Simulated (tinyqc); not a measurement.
Holstein polaron on two sites: one step, computed by the program tinyqc.

One electron on sites 1 and 2: H = -t (c1+ c2 + c2+ c1) + hbar omega sum_i b_i+ b_i - g hbar omega sum_i n_i (b_i + b_i+). The symmetric phonon shifts the energy by -g^2 hbar omega/2 and drops out; with b = (b_1 - b_2)/sqrt(2) there remains H = -t sigma_x + hbar omega b+ b - (g hbar omega/sqrt(2)) sigma_z (b + b+). Parity splits it into blocks p = +1 and -1 over phonon numbers n. Zero-point energies are left out. Weights Z refer to mode b alone; the displaced symmetric mode multiplies the full zero-phonon weight by exp(-g^2/2).

Task: The even block in a small basis. Block p: H_nn = n hbar omega - p t (-1)^n - g^2 hbar omega/2, H_(n,n+1) = -(g hbar omega/sqrt(2)) sqrt(n + 1). Take p = +1 and n = 0..N-1.

Inputs (values chosen for the exercise, for a model dimer): hopping t = 15 meV; phonon energy hbar omega = 73.4 meV; coupling g = 0.241; phonon levels kept N = 4.

Give: H, even block.

Result:

H, even block (meV):
```
[[-17.1, -12.5, 0.0, 0.0],
 [-12.5, 86.3, -17.7, 0.0],
 [0.0, -17.7, 129.7, -21.7],
 [0.0, 0.0, -21.7, 233.1]]
```
